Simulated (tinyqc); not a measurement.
Worked calculation: Luttinger-Kohn k.p, four valence bands. One step of it, computed by the program tinyqc.

Problem. Levels at k. Diagonalise the Hermitian matrix.

H(k) at k (eV), lower triangle (Hermitian):
```
                      3/2                  1/2                -1/2      -3/2
3/2              0.116011
1/2   -0.038714-0.019357i             0.089343
-1/2  -0.018281-0.049775i             0.000000            0.089343
-3/2             0.000000  -0.018281-0.049775i  0.038714+0.019357i  0.116011
```

Give: eigenvalues.

Solution.

eigenvalues (eV): 0.033  0.033  0.172  0.172
